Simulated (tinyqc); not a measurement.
Changing the temperature T: grain-boundary diffusion: Harrison regimes, Fisher and Le Claire analysis, Hart average. Computed by tinyqc, a small Python program. Command: `OMP_NUM_THREADS=1 python tinyqc.py 3004238 3004239 out.jsonl gbdiff sweep`. One thread of a shared host (Intel(R) Xeon(R) Processor @ 2.30GHz), about 0.01 s of CPU time with the checks.

A boundary is a slab of width delta with diffusivity D_b, normal to a surface held at constant concentration; it leaks into grains of diffusivity D.

Inputs (values chosen for the exercise, for a model polycrystal): lattice prefactor D0 = 7e-05 m^2/s; lattice activation energy E = 1.55 eV; boundary prefactor D0b = 1.3e-05 m^2/s; boundary activation energy E_b = 0.766 eV; boundary width delta = 0.49 nm; segregation factor s = 1; grain size d = 1.4 um; time t = 5700 s.

Constants: k_B = 8.617333262e-05 eV/K.

Method:
- D = D0 exp(-E/(k_B T)), D_b = D0b exp(-E_b/(k_B T)).
- Triple product P = s delta D_b.
- l = sqrt(D t); P = s delta D_b; alpha = s delta/(2 l); beta = P/(2 D l). Regime A if l > 3 d, C if alpha > 1, B if alpha < 0.1, l < d/4 and beta > 10, otherwise a transition.
- Hart average for parallel slabs: f = delta/d, D_eff = (s f D_b + (1 - f) D)/(1 - f + s f); share of the boundaries = s f D_b/(s f D_b + (1 - f) D); depth sqrt(D_eff t).
- Fisher: the mean concentration falls as exp(-y/y_F), y_F = sqrt(P) (pi t/(4 D))^(1/4), with the boundary equation P d2c/dy2 = 2 c sqrt(D/(pi t)). Le Claire (from the Whipple solution): ln c falls as -(y/y_L)^(6/5) with P = 1.322 sqrt(D/t) y_L^2.

One run for each value:
```
temperature T (K)  Le Claire depth y_L (um)  lattice diffusion length l (um)        beta  share of the boundaries
394                                  7.5285                       7.7129e-05  6.2977e+09                  1.00000
455                                  7.3959                       1.6453e-03  1.3356e+07                  0.99997
517                                  7.2948                       1.7607e-02  1.1346e+05                  0.99965
578                                  7.2175                       1.1041e-01  2.8247e+03                  0.99776
640                                  7.1546                       4.9846e-01  1.3618e+02                  0.98980
701                                  7.1040                       1.6931e+00  1.1636e+01                  0.96570
763                                  7.0611                       4.8023e+00  1.4291e+00                  0.90747
824                                  7.0254                       1.1492e+01  2.4702e-01                  0.80225
886                                  6.9943                       2.4666e+01  5.3148e-02                  0.65199
```

Over the rows, Le Claire depth y_L (um) falls from 7.53 to 6.99 (exponent d ln y / d ln x -0.12 between the first rows and -0.061 between the last); lattice diffusion length l (um) rises from 7.71e-5 to 24.7 (exponent d ln y / d ln x 21 between the first rows and 11 between the last); beta falls from 6.30e9 to 0.0531 (exponent d ln y / d ln x -43 between the first rows and -21 between the last). y_L follows an apparent activation energy E_b/2 - E/4 = -0.005 eV and l one of E/2 = 0.775 eV, so the boundary tail stands out less as T rises: y_L/l goes from 97600 to 0.284.

Caution (rows 394, 455, 517, 578, 640, 701): outside regime A (which needs sqrt(D t) above about 3 d) the Hart average and its depth are formal: they describe a profile only in regime A or at steady state. Caution (rows 394, 455, 640, 701, 763, 824, 886): the Fisher and Le Claire forms need regime B with beta above 10.
